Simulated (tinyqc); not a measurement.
Band offset from the macroscopic average of a supercell potential: sweeps and comparisons. A value that a table varies takes the place of the one given here.

A model of the planar-averaged electrostatic energy of an electron in a periodic cell of N1 periods of A (L1 = N1 n1 h) and N2 periods of B (L2 = N2 n2 h), on z_j = j h: V(z) = f VA + (1 - f) VB + F t(z), VA = V1[0] + V1[1] cos(2 pi z/(n1 h)) + V1[2] cos(4 pi z/(n1 h)), VB the same with V2, n2 and z - L1. f = [tanh(z/w) - tanh((z - L1)/w) + tanh((z - L1 - L2)/w)]/2 + 1/2; t(z) = z - L1/2 in A and (L1/L2)(L1 + L2/2 - z) beyond, so that the cell is periodic.

Running mean over n points, periodic: for odd n the plain mean of the n points centred on j; for even n the n + 1 points with half weight at both ends. The macroscopic average applies the mean over n1 points and then over n2 points.

dEv = Ev(A) - Ev(B) = Ev1 - (dV + Ev2); dEc = Ec(B) - Ec(A) = Eg2 - Eg1 - dEv. The correction of a gap, c = Eg[1] - Eg[0], lowers the valence top by fv c and leaves dV, a ground-state quantity, as it is. Type I: dEv and dEc of one sign; II: opposite signs; III: no overlap of the gaps.

Inputs chosen for the exercise (gaps near those of Si and HfO2; the results hold for these values, not for the real material): h = 0.3 angstrom (grid step); n1 = 5 (grid points per period of A); n2 = 7 (grid points per period of B); V1 = (-10.61, 3.39, -0.11) eV (mean and two harmonics of the potential in A); V2 = (-9.37, 2.54, -0.69) eV (the same in B); w = 0.54 angstrom (width of the interfaces); N1 = 4 (periods of A); N2 = 4 (periods of B); F = -0.006 eV/angstrom (slope in A from opposite charges on the two interfaces); Ev1 = 6.56 eV (valence top of bulk A above its mean potential); Eg1 = (0.58, 1.22) eV (gap of A: semi-local value, corrected value); Ev2 = 2.62 eV (valence top of bulk B above its mean potential); Eg2 = (4.15, 5.73) eV (gap of B: semi-local value, corrected value).

## How thick the regions must be

N1 = N2 = N, no slope (F = 0); dV is read at j = floor(N n1/2) and N n1 + floor(N n2/2). The exact value is V2[0] - V1[0].

Results:

| N | L1 (angstrom) | dV (eV) | error (meV) |
|---|---|---|---|
| 1 | 1.50 | 0.3088 | -931.24 |
| 2 | 3.00 | 1.1607 | -79.26 |
| 3 | 4.50 | 1.2202 | -19.82 |
| 4 | 6.00 | 1.2394 | -0.56 |
| 5 | 7.50 | 1.2400 | -0.05 |
| 6 | 9.00 | 1.2400 | 0.00 |

The error is below 10 meV from N = 4 on. The two windows together span 3.60 angstrom and must fit between the interface tails, which fall as exp(-2 z/w); the errors at N = 2, 3 and 4 are -79.26, -19.82 and -0.56 meV.

## The choice of windows

dV read at j = 10 and 34 after means over the numbers of points listed; ripple is the spread over the five points around each.

Results:

| windows | dV (eV) | ripple in A (meV) | ripple in B (meV) |
|---|---|---|---|
| none | -0.190 | 6059 | 1796 |
| 5 only | 2.327 | 7 | 1449 |
| 7 only | 2.032 | 1428 | 5 |
| 6 only | 2.155 | 835 | 605 |
| 6, 8 | 1.127 | 129 | 44 |
| 5, 7 | 1.239 | 10 | 5 |

Which rows can be used, and how does a wrong window show?

The last row matches both periods and lies -1 meV from the value of a thick cell, V2[0] - V1[0] = 1.240 eV. Against it the raw potential errs by -1.43 eV. No other row is within 20 meV of it. A window one point too long leaves a ripple of 835 meV in A, against 10 meV in the last row (of which the slope F makes 7 meV): the ripple is the sign to look for. Rows to use, with under 30 meV of ripple in both regions once the tilt is taken off: 5, 7. A row with a large ripple can hit the right value only by chance.

## Where the gap correction goes

dV = B - A = 1.2394 eV

fv1 and fv2 are varied.

Offsets (eV):

| fv1 | fv2 | dEv | dEc |
|---|---|---|---|
| 0.0 | 0.0 | 2.701 | 1.809 |
| 0.5 | 0.5 | 3.171 | 1.339 |
| 1.0 | 1.0 | 3.641 | 0.869 |
| 0.0 | 1.0 | 4.281 | 0.229 |
| 1.0 | 0.0 | 2.061 | 2.449 |
| 0.3 | 0.7 | 3.615 | 0.895 |

dEv + dEc = 4.510 eV in every row, but dEv alone spans 2.22 eV, the sum of the two corrections. A scissor on the conduction bands alone (first row) keeps the semi-local dEv; with equal shares fv the shift is fv times the difference of the corrections, +0.94 eV, against their sum of 2.22 eV: with like shares the error cancels only in part.

Program tinyqc; command `OMP_NUM_THREADS=1 python tinyqc.py 1881135 1881136 out.jsonl`; about 0.01 s on one thread of a shared Intel(R) Xeon(R) Processor @ 2.30GHz.
